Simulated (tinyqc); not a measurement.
# Changing the angle of incidence

Model: physical sputtering: collision-cascade yield, angular dependence, faceting and resputtering in deposition. Computed by tinyqc, a small Python program. Command: `OMP_NUM_THREADS=1 python tinyqc.py 3002592 3002593 out.jsonl sputter sweep`. One thread of a shared host (Intel(R) Xeon(R) Processor @ 2.30GHz), about 0.01 s of CPU time with the checks.

Ions start collision cascades; atoms that reach the surface with more than U leave. The target is amorphous or fine-grained.

Inputs (values chosen for the exercise, modelled on xenon ions on titanium):
```
quantity                    value     unit
ion Z1                         54        -
ion mass M1                 131.3        u
target Z2                      22        -
target mass M2               47.9        u
surface binding energy U     4.85       eV
target density N             56.7   1/nm^3
fit factor Q                 0.57        -
ion energy E                  130       eV
current density J             2.5  mA/cm^2
angular exponent f            1.9        -
angle of the largest yield     80  degrees
```

Constants: e = 1.602176634e-19 C.

Method:
- gamma = 4 M1 M2/(M1 + M2)^2; threshold E_th = 6.7 U/gamma for M1 >= M2, else U (1 + 5.7 M1/M2)/gamma. eps = 0.03255 M2 E/(Z1 Z2 (M1 + M2) z), z = (Z1^(2/3) + Z2^(2/3))^(1/2), E in eV; s_n = 3.441 sqrt(eps) ln(eps + 2.718)/(1 + 6.355 sqrt(eps) + eps (6.882 sqrt(eps) - 1.708)); S_n = 84.78 Z1 Z2 M1 s_n/((M1 + M2) z) in eV angstrom^2; alpha = 0.249 (M2/M1)^0.56 + 0.0035 (M2/M1)^1.5 for M1 <= M2, else 0.0875 (M2/M1)^(-0.15) + 0.165 M2/M1; Y0 = 0.042 Q alpha S_n/U [1 - sqrt(E_th/E)]^2.5 (the electronic-loss factor of the full formula is dropped).
- Erosion rate = Y0 J/(e N); 1 cm^2 = 1e14 nm^2.
- Angular law: Y/Y0 = t^f exp(-f cos(a_opt)(t - 1)), t = 1/cos(angle), largest at a_opt. A plane tilted by the angle recedes along the beam at a speed proportional to Y(angle), and along its own normal as Y cos(angle).

One run for each value; columns: (1) angle of incidence (degrees); (2) Y/Y0 at the angle; (3) normal speed relative to a flat surface; (4) yield at the angle (atoms per ion):
```
(1)     (2)     (3)      (4)
0    1.0000  1.0000  0.07033
15   1.0557  1.0198  0.07425
30   1.2489  1.0816  0.08784
40   1.5002  1.1492  0.10551
50   1.9277  1.2391  0.13558
60   2.6833  1.3417  0.18872
70   4.0705  1.3922  0.28628
75   5.0696  1.3121  0.35655
80   5.7910  1.0056  0.40729
85   3.2560  0.2838  0.22900
```

What does the table show, and why?

Over the rows, Y/Y0 at the angle goes from 1.00 through a maximum among these rows, 5.79 at 80.0, to 3.26; normal speed relative to a flat surface goes from 1.00 through a maximum among these rows, 1.39 at 70.0, to 0.284; yield at the angle (atoms per ion) goes from 0.0703 through a maximum among these rows, 0.407 at 80.0, to 0.229. Oblique ions deposit their energy nearer the surface until reflection sets in; the normal speed peaks at a smaller angle than the yield, as the beam spreads over more area.

Caution (all rows): within a few times the threshold, cascades are short and these fits are rough.

Extremes, crossings and ranges named in words are read from the listed rows.
